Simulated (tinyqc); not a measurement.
BCS gap equation with a constant attraction inside the Debye window: one step, computed by the program tinyqc. Command: `OMP_NUM_THREADS=1 python tinyqc.py 3022813 3022814 out.jsonl bcs walk`. One thread of a shared host (Intel(R) Xeon(R) Processor @ 2.30GHz), about 0.01 s of CPU time with the checks.

Pairs attract with strength V for |xi| < k_B Theta; N(0) is the density of states for one spin. Energies are given as temperatures (E/k_B, in K) unless marked.

Task: A tunnel junction of this metal. Ambegaokar-Baratoff: I_c R_n = (pi Delta/(2e)) tanh(Delta/2T); Josephson energy E_J = hbar I_c/(2e), given as E_J/h; inductance hbar/(2 e I_c); thermal quasiparticle fraction x = n_qp/(2 N(0) Delta) = sqrt(2 pi T/Delta) exp(-Delta/T), valid for T well below Delta.

Inputs (values chosen for the exercise, modelled on niobium): Debye temperature Theta = 277 K; temperature T = 3.05 K; junction resistance R_n = 0.68 kilo-ohm.

Solver: secant.

Delta(T) = 16.31156 K

Constants: k_B = 8.617333262e-05 eV/K; hbar = 1.054571817e-34 J s; e = 1.602176634e-19 C; h = 6.62607015e-34 J s.

Give: I_c R_n; critical current I_c; E_J/h; Josephson inductance; quasiparticle fraction x.

Result:

I_c R_n = 2187 microvolt

critical current I_c = 3216 nA

E_J/h = 1597 GHz

Josephson inductance = 0.1023 nH

quasiparticle fraction x = 0.005157
